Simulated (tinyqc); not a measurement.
# Illuminated p-n diode, drift-diffusion by the Gummel loop with Scharfetter-Gummel fluxes: what changes with what

Abrupt junction at x = 0, p side from -Lp, n side to Ln, ohmic contacts. psi is counted from the intrinsic level; n = ni exp((psi - phin)/Vt), p = ni exp((phip - psi)/Vt). Contacts: p side psi = V - Vt ln(Na/ni), p = Na, n = ni^2/Na; n side psi = Vt ln(Nd/ni), n = Nd, p = ni^2/Nd. Constant mobilities, D = mu Vt, Boltzmann statistics, SRH recombination through a mid-gap level, U = (n p - ni^2)/(tp (n + ni) + tn (p + ni)). Current is positive from the p contact to the n contact.

Parameters, values chosen for the exercise; band and dielectric values close to those of silicon: temperature T = 300 K; band gap Eg = 1.1 eV; relative permittivity eps_r = 11.5; conduction-band density of states at T Nc = 2.81e19 cm^-3; valence-band density of states at T Nv = 2.61e19 cm^-3; acceptor density of the p side Na = 5.9e15 cm^-3; donor density of the n side Nd = 3.1e15 cm^-3; electron mobility mun = 1100 cm^2/(V s); hole mobility mup = 390 cm^2/(V s); SRH lifetime of electrons tn = 9e-9 s; SRH lifetime of holes tp = 2e-10 s; length of the p side Lp = 6.2 um; length of the n side Ln = 1.8 um; uniform generation rate G = 2e21 cm^-3 s^-1.

Constants: q = 1.602176634e-19 C, kB = 1.380649e-23 J/K, Vt = kB T/q, eps0 = 8.8541878128e-14 F/cm where lengths are in cm. Results are converted to the units shown.

Each table varies one quantity; the others keep the values above.

## Current against voltage in the dark

ni = sqrt(Nc Nv) exp(-Eg/(2 Vt)), Eg in volts. Poisson and both continuity equations are solved self-consistently with Scharfetter-Gummel fluxes on a graded mesh of 500 nodes. J_scr is q times the integral of U between -xp and xn. Ideal diffusion current J_id = q ni^2 [Dn coth(wp/Le)/(Le Na) + Dp coth(wn/Lh)/(Lh Nd)] (exp(V/Vt) - 1), Le = sqrt(Dn tn), Lh = sqrt(Dp tp), wp = Lp - xp, wn = Ln - xn, with xp and xn from the depletion approximation (W = sqrt(2 eps0 eps_r (Vbi - V)(1/Na + 1/Nd)/q), xp = W Nd/(Na + Nd), xn = W Na/(Na + Nd), Vbi = Vt ln(Na Nd/ni^2)). Ideality factor = 0.004 V/(Vt ln[J(V + 0.004 V)/J(V)]). Here G = 0.

In this table G = 0 cm^-3 s^-1.

Result of one run:

| V (V) | J (A/cm^2) | ideality factor | J_scr/J (%) | J_id (A/cm^2) | share recombining at the contacts (%) | larger minority/doping at -xp and xn |
|---|---|---|---|---|---|---|
| 0.43 | 0.105 | 1.29 | 51.4 | 0.0548 | 6.37 | 5.33e-4 |

What becomes of these results when the bias of the p contact V is changed from 0.43 to 0.38 V, all else the same?

Result of the changed run:

| V (V) | J (A/cm^2) | ideality factor | J_scr/J (%) | J_id (A/cm^2) | share recombining at the contacts (%) | larger minority/doping at -xp and xn |
|---|---|---|---|---|---|---|
| 0.38 | 0.0249 | 1.39 | 69.9 | 0.00792 | 3.99 | 7.87e-5 |

The whole series:

| V (V) | J (A/cm^2) | ideality factor | J_scr/J (%) | J_id (A/cm^2) | share recombining at the contacts (%) | larger minority/doping at -xp and xn |
|---|---|---|---|---|---|---|
| 0.13 | 6.27e-5 | 1.62 | 99.2 | 4.98e-7 | 0.111 | 5.21e-9 |
| 0.18 | 2.00e-4 | 1.71 | 98.3 | 3.46e-6 | 0.238 | 3.58e-8 |
| 0.23 | 6.18e-4 | 1.70 | 96.3 | 2.40e-5 | 0.520 | 2.46e-7 |
| 0.28 | 0.00196 | 1.64 | 92.0 | 1.66e-4 | 1.11 | 1.69e-6 |
| 0.33 | 0.00663 | 1.52 | 83.6 | 0.00115 | 2.22 | 1.15e-5 |
| 0.38 | 0.0249 | 1.39 | 69.9 | 0.00792 | 3.99 | 7.87e-5 |
| 0.43 | 0.105 | 1.29 | 51.4 | 0.0548 | 6.37 | 5.33e-4 |
| 0.48 | 0.480 | 1.27 | 30.7 | 0.379 | 9.31 | 0.00352 |
| 0.53 | 2.09 | 1.41 | 13.7 | 2.62 | 14.2 | 0.0213 |

J rises from 6.27e-5 to 2.09 A/cm^2; the ideality factor moves up and down between 1.27 and 1.71. Recombination in the depleted layer carries over half of the current up to V = 0.43 V, where the factor is 1.29; it grows roughly as exp(V/2 Vt), so diffusion overtakes it. Where the factor is lowest (V = 0.48 V), J is 27 % above the ideal diffusion current.

## Solar-cell figures against the acceptor density of the p side

Jsc = -J(0), collected share Jsc/(q G (Lp + Ln)), estimate q G [W + Le tanh(wp/2 Le) + Lh tanh(wn/2 Lh)] at V = 0 with Le = sqrt(Dn tn), Lh = sqrt(Dp tp), W, wp = Lp - xp and wn = Ln - xn from the depletion approximation; J(Voc) = 0; Vmp maximises -J V; FF = Pmax/(Jsc Voc).

Solar-cell figures against the acceptor density of the p side:

| Na (cm^-3) | Jsc (mA/cm^2) | collected share (%) | estimate of Jsc (mA/cm^2) | Voc (V) | Vmp (V) | FF | Pmax (mW/cm^2) |
|---|---|---|---|---|---|---|---|
| 5.9e15 | 117 | 45.8 | 120 | 0.431 | 0.348 | 0.696 | 35.3 |
| 1.4e16 | 117 | 45.6 | 119 | 0.433 | 0.349 | 0.698 | 35.3 |
| 3.2e16 | 117 | 45.5 | 119 | 0.434 | 0.349 | 0.699 | 35.4 |
| 7.6e16 | 117 | 45.5 | 119 | 0.434 | 0.349 | 0.700 | 35.4 |
| 1.8e17 | 117 | 45.6 | 119 | 0.434 | 0.350 | 0.700 | 35.5 |

What does the table show?

As Na rises from 5.9e15 to 1.8e17, the collected share goes from 45.8 through a minimum of 45.5 (at Na = 3.2e16 among the rows listed) to 45.6 %, Voc rises from 0.431 to 0.434 V and FF rises from 0.696 to 0.700. The estimate of Jsc is within 1.8 % in all rows.

Program tinyqc, `OMP_NUM_THREADS=1 python tinyqc.py 2240096 2240097 out.jsonl`; Intel Xeon 2.30GHz, shared host, one thread, about 0.7 s.
